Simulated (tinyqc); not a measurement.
Inside a calculation. Model: tunnelling through a gate dielectric, WKB transmission and Tsu-Esaki current.

tinyqc, about 0.02 s, one thread, Intel Xeon 2.30GHz (shared host): `OMP_NUM_THREADS=1 python tinyqc.py 2540091 2540092 out.jsonl` Printed values are rounded.

Electrons leave the emitter at x = 0. Energies E (motion across the layers) are in eV from the emitter Fermi level; the collector Fermi level lies at -V and offers states at every E. No charge in the dielectric and no image force: F1 = V/t1, U = phi1 - F1 x. With C = hbar^2/(2 m0), kappa = sqrt(m (U - E)/C) where U > E and 0 elsewhere; T(E) = exp(-S), S = 2 times the integral of kappa over x.

Parameters, values chosen for the exercise; dielectric values close to those of zirconium oxide: temperature T = 350 K; Fermi energy of the emitter above its band bottom Ef = 0.16 eV; emitter mass in the supply function me = 1 m0; barrier of layer 1 above the emitter Fermi level at zero bias phi1 = 1.46 eV; tunnelling mass of layer 1 m1 = 0.25 m0; thickness of layer 1 t1 = 5.9 nm; voltage across the dielectric V = 2.5 V; energy of the electron followed E = -0.09 eV; cells in each layer nc = 5; lower end of the energy grid Ea = -0.16 eV; upper end of the energy grid Eb = 0.49 eV; points of the energy grid nE = 15.

Constants: q = 1.602176634e-19 C, kB = 1.380649e-23 J/K, hbar = 1.054571817e-34 J s, m0 = 9.1093837015e-31 kg, Vt = kB T/q, hbar^2/(2 m0) = 0.0380998212 eV nm^2. Results are converted to the units shown.

## Fields and band edges

F1 = V/t1, U = phi1 - F1 x.

F1 = 4.237288 MV/cm
U at x = t1 = -1.04 eV

## WKB exponent by the midpoint rule

Cut each layer into nc equal cells, take U and kappa at the cell centres, and sum S = 2 sum kappa h.

```
cell    x (nm)     U (eV)  kappa (1/nm)
0     0.590000   1.210000      2.920655
1     1.770000   0.710000      2.291150
2     2.950000   0.210000      1.403037
3     4.130000  -0.290000      0.000000
4     5.310000  -0.790000      0.000000
```

S = 15.61103
T(E) = 1.660417e-7

## WKB exponent in closed form

Each layer adds (2/F) sqrt(m/C) [G(u at its left edge) - G(u at its right edge)] to S, with u = U - E (0 where negative) and G(u) = (2/3) u^1.5. The slope follows from 1/d = -dS/dE.

S = 15.55453
T(E) = 1.756930e-7
energy d over which T(E) grows by a factor e = 0.066433 eV

The midpoint rule gives S = 15.611, so its T(E) is 5.5 % below this value. The band edge of layer 1 drops below E inside the layer: the barrier there is triangular (the Fowler-Nordheim case).

## Current density on a coarse energy grid

J = J0 times the integral of T(E) N(E) dE, N = ln[(1 + exp(-E/Vt))/(1 + exp((-E - V)/Vt))], J0 = q^2 me m0 kB T/(2 pi^2 hbar^3) (times 1e-4 for A/cm^2 per eV), by Simpson's rule on nE equally spaced points from Ea to Eb.

```
point      E (eV)         T(E)            N        T(E) N
0      -0.1600000  6.053587e-8     5.309877   3.214380e-7
1      -0.1135714  1.230484e-7     3.788439   4.661612e-7
2      -0.0671429  2.475296e-7     2.328676   5.764162e-7
3      -0.0207143  4.927179e-7     1.094384   5.392226e-7
4       0.0257143  9.703277e-7    0.3550942   3.445577e-7
5       0.0721429  1.890221e-6   0.08750803   1.654095e-7
6       0.1185714  3.641685e-6   0.01942769   7.074951e-8
7       0.1650000  6.937538e-6  0.004199449   2.913384e-8
8       0.2114286  1.306576e-5  9.023325e-4   1.178966e-8
9       0.2578571  2.432197e-5  1.936326e-4   4.709527e-9
10      0.3042857  4.474047e-5  4.154029e-5   1.858532e-9
11      0.3507143  8.130877e-5  8.911168e-6  7.245561e-10
12      0.3971429  1.459487e-4  1.911587e-6  2.789937e-10
13      0.4435714  2.586859e-4  4.100648e-7  1.060780e-10
14      0.4900000  4.526173e-4  8.796512e-8  3.981453e-11
```

J0 = 4.880933e8 A/(cm^2 eV)
J = 54.04496 A/cm^2

The integrand peaks at E = -0.0671 eV among these points. A converged quadrature from -Ef to above the barrier gives 54.01 A/cm^2; this grid is 0.065 % above that.
